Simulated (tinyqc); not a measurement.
Pillar capacitor in an array: capacitance, non-linearity, leakage and relaxation: one step of the calculation.

A film between two metal electrodes, each interface adding a series capacitance ci. The small-signal permittivity is ek (1 + aq E^2); the field is found with the linear permittivity. Leakage J = J0 sinh(E/Ef). After a voltage step the film passes a relaxation current kr C V tt^(-nr), tt being the time in seconds. The sidewall is a coaxial capacitor with radii a = dm/2 and b = dm/2 + t, depth AR dm; the end face is left out.

Task. Planar capacitance, field and non-linearity. Planar film: Cf = eps0 ek/t, 1/C = 1/Cf + 2/ci, EOT = 3.9 eps0/C, effective permittivity C t/eps0, E = (V/t) C/Cf; quadratic coefficient [C(V)/C - 1]/V^2 with Cf (1 + aq E^2) in C(V).

Inputs (values chosen for the exercise); permittivity of the order of that of hafnium oxide:
```
symbol    value       unit                                                             meaning
ek           20                                              relative permittivity of the film
t           4.2         nm                                                      film thickness
ci           66    uF/cm^2  capacitance of each electrode interface (dead layer and screening)
aq       0.0054  cm^2/MV^2                     quadratic field coefficient of the permittivity
V           0.5          V                                                                bias
J0      3.6e-10     A/cm^2                                                   leakage prefactor
Ef         0.15      MV/cm                             field for an e-fold rise of the leakage
```

Constants: eps0 = 8.8541878128e-14 F/cm where lengths are in cm. Results are converted to the units shown.

Give: Cf; C; EOT; effective permittivity; E; quadratic coefficient; J.

Result.

Cf = 4.216 uF/cm^2
C = 3.739 uF/cm^2
EOT = 0.9236 nm
effective permittivity = 17.73
E = 1.056 MV/cm
quadratic coefficient = 2.133e4 ppm/V^2
J = 2.049e-7 A/cm^2

The interfaces take 11.3 % of the voltage.

Program tinyqc, `OMP_NUM_THREADS=1 python tinyqc.py 2102113 2102114 out.jsonl`; Intel Xeon 2.30GHz, shared host, one thread, about 0.01 s.
